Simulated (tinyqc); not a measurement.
## Permittivity of the insulator from five potentials

Inverse problem. A node lies on a semiconductor-insulator interface. Steps: hs = tb/2 down into the semiconductor, ho = tox/1 up into the insulator, hy = L/5 sideways. The flux balance of its box reads eox (hy/ho)(above - node) + eps_r (hy/hs)(below - node) + [(eps_r hs + eox ho)/(2 hy)](left + right - 2 node) - q Na (hs/2) hy/eps0 = 0. Find eox.

Inputs (values chosen for the exercise); semiconductor permittivity made up:
```
symbol  value   unit                                     meaning
eps_r    10.9         relative permittivity of the semiconductor
tb          3     nm                     half the body thickness
tox       3.2     nm                         insulator thickness
L          23     nm                              channel length
Na          0  cm^-3       acceptor density of the depleted body
```

Constants: q = 1.602176634e-19 C, eps0 = 8.8541878128e-14 F/cm where lengths are in cm. Results are converted to the units shown.

psi (V): node 0.16564893, above -0.05, below 0.21202307, left 0.091284624, right 0.49264649

Solution. The balance is linear in eox.

eox = 9.000

Computed by the program tinyqc: `OMP_NUM_THREADS=1 python tinyqc.py 2480075 2480076 out.jsonl`, one thread of a shared Intel Xeon 2.30GHz, about 0.09 s for the whole run.
